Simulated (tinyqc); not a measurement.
Lateral field, substrate current, probability of reaching the oxide barrier and hot-carrier lifetime of a silicon transistor (pseudo-two-dimensional and lucky-electron models): one step, computed by the program tinyqc.

Local-field models: a lucky carrier gains its energy at the peak field over a path free of collisions. Voltages are magnitudes.

Task: Hot-carrier currents and lifetime. C_ox = 3.9 eps_0/t; F_sat = 2 v_s/mu; V_Dsat = V_ov F_sat L/(V_ov + F_sat L), V_ov = V_G - V_T; I_D/W = C_ox v_s (V_ov - V_Dsat). Scale length l = 0.22 t^(1/3) x_j^(1/2) (all in cm); F_m = sqrt(((V_D - V_Dsat)/l_e)^2 + F_sat^2), with l_e = l; length of the velocity-saturated region l_e ln((V_D - V_Dsat)/(l_e F_sat) + F_m/F_sat). Substrate current I_sub/I_D = (A_i/B_i)(V_D - V_Dsat) exp(-B_i/F_m); probability of reaching the oxide barrier exp(-phi_b/(e lambda F_m)); lifetime tau = (H/(I_D/W)) exp(phi_it/(e lambda F_m)).

Inputs (values chosen for the exercise, modelled on a silicon n-channel):
```
quantity,value,unit
channel length L,370,nm
oxide thickness t,7.6,nm
junction depth x_j,59,nm
mobility mu,410,cm^2/(V s)
saturation velocity v_s,0.79,1e7 cm/s
threshold voltage V_T,0.72,V
gate voltage V_G,1.5,V
drain voltage V_D,2.5,V
ionisation prefactor A_i,2.2e+06,1/cm
ionisation field B_i,1.65,MV/cm
hot-carrier mean free path lambda,8.7,nm
oxide barrier phi_b,3.1,eV
interface-trap threshold phi_it,3.8,eV
lifetime constant H,60,s microampere/micrometre
```

Drain: abrupt.

Constants: eps_0 = 8.8541878128e-12 F/m.

Give: I_sub/I_D; substrate current I_sub/W; probability of reaching phi_b; lifetime tau; exponent m = phi_it/(e lambda B_i).

Result:

I_sub/I_D = 0.04807

substrate current I_sub/W = 4.759 microampere/micrometre

probability of reaching phi_b = 1.720e-04

lifetime tau = 24951 s

exponent m = phi_it/(e lambda B_i) = 2.647

Since both exponentials depend on 1/F_m, tau I_D scales about as (I_sub/I_D)^(-m) with m = 2.65, which lets I_sub serve as the monitor. The lifetime is 7.91e-5 times ten years (3.156e8 s).
